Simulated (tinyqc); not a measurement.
What each parameter does: ellipsoidal valleys in the axes of a wafer and a channel.

Valleys with axes a along [111], [1-1-1], [-11-1] and [-1-11], one whole valley each; inverse mass tensor w = 1/mt + (1/ml - 1/mt) a a. Device axes: z = nz/|nz|, x = nx/|nx|, y = z cross x; in them a = (ax, ay, az). Confinement mass mz = 1/w_zz. In the plane w_ij is replaced by u_ij = w_ij - w_iz w_jz/w_zz (i, j = x, y); density-of-states mass md = 1/sqrt(det u); conductivity mass along x mc = 1/u_xx; ballistic transport mass mx = u_yy/det u, width mass my = 1/u_yy.

Hard walls: E_n = c (n pi/t)^2/mz, c = hbar^2/2m0, n = 1, 2, 3. Non-degenerate share of a valley proportional to md sum_n exp(-E_n/kT); mean 1/mc = sum of share/mc. 1 nm = 10 angstrom.

Constants: hbar^2/2m0 = 3.80998211 eV angstrom^2; kB = 8.617333262e-05 eV/K.

Parameters, chosen for this exercise (near those of the L valleys of GaAs; not measured data):
```
symbol  value       unit  meaning
ml      1.843       m0    longitudinal mass
mt      0.072       m0    transverse mass
nz      (1, 1, 2)         surface normal (confinement)
nx      (1, 1, -1)        channel direction
t       3.1         nm    thickness of the film
T       400         K     temperature
```

Lowest E1, its share and the mean conductivity mass. Each row changes one parameter from the base and keeps the others.

Results:
```
case           lowest E1 (meV)   share  mean mc (m0)
base                     79.26  0.9998        0.2687
ml = 2.027 m0            77.54  0.9998        0.2891
mt = 0.079 m0            73.91  0.9995        0.2747
t = 3.41 nm              65.50  0.9989        0.2681
T = 440 K                79.26  0.9995        0.2685
```

The largest shifts from the base row, up to three for each result and ties (the steps differ in size, so this ranks the rows, not the parameters). lowest E1 (meV): t -13.76, mt -5.35, ml -1.71; unchanged at the printed digits by T. share: t -0.0009, mt -0.0003, T -0.0003; unchanged at the printed digits by ml. mean mc (m0): ml +0.0204, mt +0.0061, t -0.0005.

Program tinyqc; command `OMP_NUM_THREADS=1 python tinyqc.py 1881224 1881225 out.jsonl`; about 0.01 s on one thread of a shared Intel(R) Xeon(R) Processor @ 2.30GHz.
